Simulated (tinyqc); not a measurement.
Worked calculation: coherent transport through a tight-binding region between two chains. Computed by tinyqc, a small Python program that keeps every step. Settings: temperature = 4, mu = -0.3. Command: `OMP_NUM_THREADS=1 python tinyqc.py 29909 29910 out.jsonl` (the two numbers bound the seeds that draw the settings). One thread of a shared host (Intel(R) Xeon(R) Processor @ 2.60GHz), about 0.08 s of CPU time with the checks.

## Transmission at E = -0.59 eV

H of the central region (eV), lower triangle:
```
           1          2          3          4          5         6
1   0.000000
2  -0.520000   0.630000
3   0.000000  -0.520000   0.630000
4   0.000000   0.000000  -0.520000   0.630000
5   0.000000   0.000000   0.000000  -0.520000   0.630000
6  -0.520000   0.000000   0.000000   0.000000  -0.520000  0.000000
```

Leads: semi-infinite chains with site energy 0:
```
parameter                           value
lead hopping t (eV)              1.490000
coupling to the left lead (eV)   0.590000
coupling to the right lead (eV)  0.490000
left contact site                       1
right contact site                      6
```

E = -0.590000 eV

Surface Green function g = (E - i sqrt(4 t^2 - E^2)) / (2 t^2); self-energy tc^2 g on each contact site; G = (E - H - Sigma)^(-1); Gamma = -2 Im Sigma; T = Gamma_L Gamma_R |G_LR|^2; local density of states -Im G_ii / pi.

g = -0.132877-0.657856i 1/eV

G (1/eV), lower triangle:
```
                    1                    2                    3                    4
1  0.672013-0.820391i
2  0.493474-0.500396i  -0.725885-0.307547i
3  0.485753-0.353615i  -0.273436-0.221157i  -1.127276-0.165254i
4  0.646178-0.329239i   0.084362-0.211322i  -0.448251-0.166555i  -1.136028-0.179441i
5  1.030280-0.418830i   0.471363-0.274636i   0.075611-0.225508i  -0.293969-0.254441i
6  1.771016-0.653401i   1.021528-0.433017i   0.625645-0.362523i   0.446332-0.417518i

                     5                   6
5  -0.765307-0.371450i
6   0.421518-0.617038i  0.542614-1.030148i
```

local density of states (1/eV): 0.261138  0.097895  0.052602  0.057118  0.118236  0.327906

transmission = 0.515568

## Transmission across the band

The same steps on a grid of energies.

T(E):
```
E (eV)              T
-2.83100000  0.000100
-2.54790000  0.000440
-2.26480000  0.001181
-1.98170000  0.002926
-1.69860000  0.007623
-1.41550000  0.023514
-1.13240000  0.105916
-0.84930000  0.804628
-0.56620000  0.472218
-0.28310000  0.291341
0            0.137233
0.28310000   0.031922
0.56620000   0.156795
0.84930000   0.916200
1.13240000   0.002907
1.41550000   0.001354
1.69860000   0.029546
1.98170000   0.004553
2.26480000   0.001480
2.54790000   0.000504
2.83100000   0.000109
```

levels of the isolated region (eV): -0.768051  -0.090343  -0.059838  0.803487  1.078395  1.556351

## Current

I = (2e/h) int T(E) [f(E - mu - V/2) - f(E - mu + V/2)] dE at 4 K with mu = -0.3 eV, the bias not changing H; 2e^2/h = 77.48092 microsiemens; the integral runs over the band on 4001 points.

Current:
```
V (volt)  I (microampere)
0.010000         0.224302
0.050000         1.132120
0.100000         2.269103
0.200000         4.588150
0.400000         8.746718
0.800000        19.724633
```
